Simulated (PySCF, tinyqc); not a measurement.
Worked calculation: CIS on RHF in the sto-6g basis, for H3-, spin multiplicity 1. The basis has no diffuse functions, so it cannot describe the extra electron: this is an exercise in the method, not the real anion. The lowest restricted solution is unstable here: a spin-polarised one lies 0.0956 hartree lower (PySCF). One step of it, computed by the program tinyqc.

Problem. CIS triplet states. Diagonalise A (1 hartree = 27.211386 eV); each vector has its largest component positive (the first on a tie).

CIS matrix A, triplet (hartree):
```
,1>3,2>3
1>3,0.481116,0.086425
2>3,0.086425,-0.143522
```

Give: triplet excitation energies; lowest vectors.

Solution.

triplet excitation energies (eV): -4.2248  13.4112

lowest vectors:
```
,state 1,state 2
1>3,-0.1346,0.9909
2>3,0.9909,0.1346
```

A negative triplet energy shows that the restricted solution is unstable towards a spin-polarised one.
